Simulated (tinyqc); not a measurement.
# Free and trapped electrons in a MOS channel with a dense trap tail: free and trapped charge against gate voltage

p-type body, charge-sheet picture, full ionisation (an idealisation for deep acceptors), Boltzmann statistics for free electrons. e = Ec - EF at the surface. Acceptor-like traps of density D(E) = D0 + De exp(-E/Ew) at depth E below Ec, from 0 to Eu, hold n_t = integral of D(E)/(1 + exp((e - E)/Vt)). psi = Eg - Vt ln(Nv/Na) - e; N_dep = sqrt(2 eps0 eps_r Na (psi - Vt)/q); n_f = sqrt(N_dep^2 + 2 eps0 eps_r Vt Nc exp(-e/Vt)/q) - N_dep; Vg = Vfb + psi + q (N_dep + n_t + n_f)/Cox, Cox = eps0 eox/tox.

Free share n_f/(n_f + n_t); swing ln 10 n_f/(dn_f/dVg); field-effect mobility mf q (dn_f/dVg)/Cox, for a constant mf; oxide field q (N_dep + n_t + n_f)/(eps0 eox).

Inputs (values chosen for the exercise); band and dielectric values close to those of gallium nitride: temperature T = 300 K; band gap Eg = 3.4 eV; relative permittivity eps_r = 9.53; conduction-band density of states at T Nc = 2.31e18 cm^-3; valence-band density of states at T Nv = 4.63e19 cm^-3; relative permittivity of the insulator eox = 3.9; insulator thickness tox = 27 nm; acceptor density Na = 4.1e15 cm^-3; flat-band voltage without trapped charge Vfb = -2.04 V; constant background density of acceptor-like traps D0 = 3.7e10 cm^-2 eV^-1; density of the tail at the conduction edge De = 1.4e13 cm^-2 eV^-1; decay energy of the tail Ew = 0.1 eV; depth below Ec down to which the traps reach Eu = 0.98 eV; mobility of free electrons mf = 180 cm^2/(V s).

Constants: q = 1.602176634e-19 C, kB = 1.380649e-23 J/K, Vt = kB T/q, eps0 = 8.8541878128e-14 F/cm where lengths are in cm. Results are converted to the units shown.

Results:
columns A: Vg (V); B: e (eV); C: n_f (cm^-2); D: n_t (cm^-2); E: free share (%); F: swing (mV/decade); G: field-effect mobility (cm^2/(V s)); H: oxide field (MV/cm)
```
A            B         C         D         E      F         G       H
1.3     0.3450   1.448e6  7.313e10  0.001981  104.5  0.007197  0.1949
1.9     0.1493   2.709e9  3.811e11    0.7057  335.3     4.194  0.3446
2.5    0.07421  4.611e10  7.523e11     5.776  714.6     33.50  0.5391
3.2    0.02657  2.331e11  1.083e12     17.71   1385     87.37  0.7807
3.8  -0.001080  5.216e11  1.250e12     29.44   2126     127.4  0.9927
5     -0.03788  1.321e12  1.377e12     48.96   4166     164.6   1.423
5.7   -0.05236  1.844e12  1.401e12     56.83   5592     171.2   1.677
6.3   -0.06235  2.303e12  1.412e12     62.00   6875     173.9   1.896
```

Estimate the missing row, Vg = 4.4 V.

Computed row:
columns A: Vg (V); B: e (eV); C: n_f (cm^-2); D: n_t (cm^-2); E: free share (%); F: swing (mV/decade); G: field-effect mobility (cm^2/(V s)); H: oxide field (MV/cm)
```
A           B         C         D      E     F      G      H
4.4  -0.02190  8.973e11  1.335e12  40.19  3058  152.3  1.207
```

With this row back in the table: n_f reaches 1e11 cm^-2 at Vg = 2.78 V, against 1.65 V without traps. The free share rises from 0.00198 to 62.0 % and the field-effect mobility rises from 0.00720 to 174 cm^2/(V s), although mf = 180 is constant: in the last row 96.6 % of Cox dVg goes into free electrons. The swing in the first row is 104 mV a decade (Vt ln 10 = 59.5). For Vg = 3.2, 3.8, 4.4, 5, 5.7, 6.3 EF lies less than 2 Vt below the band edge, or above it, where degeneracy and confinement, left out, matter.

tinyqc, about 0.02 s, one thread, Intel Xeon 2.30GHz (shared host): `OMP_NUM_THREADS=1 python tinyqc.py 2222183 2222184 out.jsonl`
